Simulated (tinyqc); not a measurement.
Oxidation of curved silicon (wires and holes): cylindrical Deal-Grove kinetics with stress-retarded reaction: one step, computed by the program tinyqc.

Silicon fills r < a and oxide a < r < b. One volume of silicon gives 2.25 volumes of oxide, and the length is fixed.

Task: Planar constants and viscosity. B = B0 exp(-E_B/(k_B T)), B/A = (B/A)0 exp(-E_A/(k_B T)), eta = eta0 exp(E_eta/(k_B T)); 1 um = 1000 nm. Temperatures in kelvin are T(C) + 273.15.

Inputs (values chosen for the exercise, close to those used for silicon in dry oxygen):

| quantity | value | unit |
|---|---|---|
| prefactor B0 | 823 | um^2/h |
| activation energy E_B | 1.23 | eV |
| prefactor (B/A)0 | 5.23e+06 | um/h |
| activation energy E_A | 1.99 | eV |
| viscosity prefactor eta0 | 1.5e-08 | Pa s |
| viscosity energy E_eta | 5.5 | eV |
| temperature T | 875 | C |

Shape: wire (convex).

Constants: k_B = 8.617333262e-05 eV/K.

Give: B; B/A; low-stress viscosity eta; k_B T.

Result:

B = 3284 nm^2/h

B/A = 9.626 nm/h

low-stress viscosity eta = 2.081e+16 Pa s

k_B T = 0.09894 eV
